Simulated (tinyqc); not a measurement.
## Weibull slope from two areas

Problem. Oxide breakdown times follow a Weibull law, F = 1 - exp(-(t/t63)^beta). For defects spread at random t63 goes as A^(-1/beta). Find beta and the time at which the share Fp of the area-A2 devices has failed, t63(A2) (-ln(1 - Fp))^(1/beta).

Inputs (values chosen for the exercise): area of a test capacitor A1 = 3900 um^2; gate area of the product A2 = 1e7 um^2; allowed share of failed products Fp = 1e-6.

t63 at the areas A1 and A2 (s): [3000, 219.18431]

Solution. beta = ln(A2/A1)/ln(t63(A1)/t63(A2)).

beta = 3.00
time to Fp = 2.19 s

Numbers from tinyqc (`OMP_NUM_THREADS=1 python tinyqc.py 2070036 2070037 out.jsonl`; about 0.01 s on one thread of a shared Intel Xeon 2.30GHz).
